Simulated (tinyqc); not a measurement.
Franz-Keldysh effect at a direct gap: sweeps and comparisons. A value that a table varies takes the place of the one given here.

Parabolic bands, vertical transitions, no excitons. For each hole band j: mr = me mj/(me + mj); joint density of states J_j(E) = (mr/c)^(3/2) sqrt(E - Eg)/(2 pi^2), both spins, c = hbar^2/2m0; averaged matrix element |e.p|^2 = m0 Ep/6; alpha_j(E) = 4 pi^2 alpha_f c Ep J_j/(3 nr E) in 1/angstrom (alpha_f the fine-structure constant, listed as alpha among the constants), times 1e8 for 1/cm.

In a field Fd (1 kV/cm = 1e-5 V/angstrom) the electro-optic energy of band j is th = (c (e Fd)^2/mr)^(1/3), and sqrt(E - Eg) in J_j is replaced by pi sqrt(th) [Ai'(b)^2 - b Ai(b)^2] with b = (Eg - E)/th; Ai is the Airy function.

Constants: hbar^2/2m0 = 3.80998211 eV angstrom^2; fine-structure constant alpha = 0.007297352564.

Inputs chosen for the exercise (near those of InGaAs; shifted at random, so the results belong to these values and not to a real crystal): Eg = 0.771 eV (direct gap); me = 0.0412 m0 (electron mass); mhh = 0.474 m0 (heavy-hole mass); mlh = 0.0509 m0 (light-hole mass); Ep = 22.6 eV (Kane energy); nr = 3.5 (refractive index); Fd = 120 kV/cm (uniform field); det = 40 meV (detuning below the gap).

## Spectrum around the gap

Absorption (1/cm):

| E - Eg (eV) | alpha(0) | alpha(F) | change |
|---|---|---|---|
| -0.1313 | 0 | 2.741 | 3 |
| -0.1050 | 0 | 11.43 | 11 |
| -0.0788 | 0 | 43.17 | 43 |
| -0.0525 | 0 | 146.7 | 147 |
| -0.0263 | 0 | 436.2 | 436 |
| 0.0000 | 0 | 1119 | 1119 |
| 0.0263 | 3541 | 2412 | -1129 |
| 0.0525 | 4843 | 4255 | -588 |
| 0.0788 | 5750 | 6061 | 311 |
| 0.1050 | 6439 | 6985 | 546 |
| 0.1313 | 6990 | 7018 | 28 |
| 0.1575 | 7440 | 7175 | -265 |
| 0.2100 | 8131 | 8236 | 104 |
| 0.2625 | 8629 | 8681 | 51 |

How do the results move?

At the gap alpha(F) = 1119 1/cm; 105.0 meV below it 11.4 1/cm remain, the tail falling as exp(-(4/3) b^(3/2)). Among the energies listed the largest rise is 1119 1/cm at E - Eg = 0.0 meV and the largest fall -1129 1/cm at 26.3 meV. It changes sign between 0.0 and 26.3 meV, between 52.5 and 78.8 meV, between 131.3 and 157.5 meV and between 157.5 and 210.0 meV; th is 52.5 meV for heavy holes and 62.2 meV for light holes.

## Tail absorption against field

At E = Eg - det; the field takes the values listed. The last column is the length for 10 dB of loss.

Results:

| Fd (kV/cm) | th heavy (meV) | b heavy | alpha (1/cm) | length (micrometre) |
|---|---|---|---|---|
| 10 | 10.02 | 3.993 | 0.00840 | 2.74e+06 |
| 20 | 15.90 | 2.516 | 1.26 | 1.82e+04 |
| 40 | 25.24 | 1.585 | 22.7 | 1.01e+03 |
| 60 | 33.08 | 1.209 | 68.6 | 336 |
| 100 | 46.50 | 0.860 | 189 | 122 |
| 150 | 60.93 | 0.657 | 342 | 67.3 |
| 250 | 85.64 | 0.467 | 609 | 37.8 |
| 400 | 117.16 | 0.341 | 922 | 25.0 |

What does this show, and why?

alpha grows by 3.9 decades from 10 to 60 kV/cm and by a factor 1.51 over the last step, where the field grows by 1.6: the exponent (4/3) b^(3/2) goes as 1/Fd, so the gain is steep only while b > 1 (deep in the tail the light-hole pair, with its smaller b, carries most of it), that is up to 60 kV/cm of those listed. Values below about 10 1/cm lie under the Urbach and exciton tails of a real crystal, left out here.

## What moves the tail

At E = Eg - det. Each row changes one parameter from the base and keeps the others.

Results:

| case | th heavy (meV) | alpha (1/cm) |
|---|---|---|
| base | 52.504 | 251.1 |
| Fd = 156 kV/cm | 62.540 | 359.9 |
| det = 50 meV | 52.504 | 163.8 |
| me = 0.0474 m0 | 50.308 | 271.5 |
| mlh = 0.0662 m0 | 52.504 | 260.5 |
| Ep = 24.9 eV | 52.504 | 276.7 |
| nr = 3.68 | 52.504 | 238.8 |

How do the results move?

The largest shifts from the base row, up to three for each result and ties (the steps differ in size, so this ranks the rows, not the parameters). th heavy (meV): Fd +10.036, me -2.197; unchanged at the printed digits by det, mlh, Ep and nr. alpha (1/cm): Fd +109, det -87.3, Ep +25.6.

Run: tinyqc, `OMP_NUM_THREADS=1 python tinyqc.py 1680915 1680916 out.jsonl`; Intel(R) Xeon(R) Processor @ 2.30GHz, one thread, shared host; about 0.01 s of CPU time with all checks.
